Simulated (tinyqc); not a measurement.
Read current of a NAND string, cells in series solved by shooting: one step of the calculation.

Cells in series, numbered from 0 at the source line (0 V) to the bit line, each followed by a gap resistance Rg. A cell with gate Vg, threshold VT, source Vs and drain Vd passes I = 2 nf K Vt^2 [F(Vs) - F(Vd)]/(1 + th max(Vg - VT, 0)), F(V) = ln^2(1 + exp((Vg - VT - nf V)/(2 nf Vt))). The selected cell has Vg = Vr, the others Vg = Vp.

Question. Node voltages for a trial current. For a trial current I start at 0 V and, cell by cell (the selected one is cell 2), solve for the drain: sqrt(F(Vd)) = sqrt(F(Vs) - I/k), k = 2 nf K Vt^2/(1 + th max(Vg - VT, 0)), Vd = [Vg - VT - 2 nf Vt ln(exp(sqrt F) - 1)]/nf, then add I Rg.

Parameters, values chosen for the exercise; values of the order met in vertical NAND strings: temperature T = 300 K; gain factor of a cell K = 3.7 uA/V^2; slope factor nf = 1.8; mobility reduction factor th = 0.09 1/V; resistance of the gap between cells Rg = 1.2 kohm; bit-line voltage Vbl = 0.5 V; pass voltage Vp = 5.6 V; read voltage on the selected word line Vr = 3.49 V.

Constants: q = 1.602176634e-19 C, kB = 1.380649e-23 J/K, Vt = kB T/q. Results are converted to the units shown.

second trial current = 0.54 uA
thresholds from the source end, cell 0 to 4 (V): 3.5  -0.8  2.3  -0.8  -0.8

Find: node voltage after each cell and gap, trial 2.

Answer.

node voltage after each cell and gap, trial 2, cell 0 to 4 (V): 0.08644  0.1241  0.3319  0.3725  0.4135

Program tinyqc, `OMP_NUM_THREADS=1 python tinyqc.py 2142230 2142231 out.jsonl`; Intel Xeon 2.30GHz, shared host, one thread, about 0.4 s.
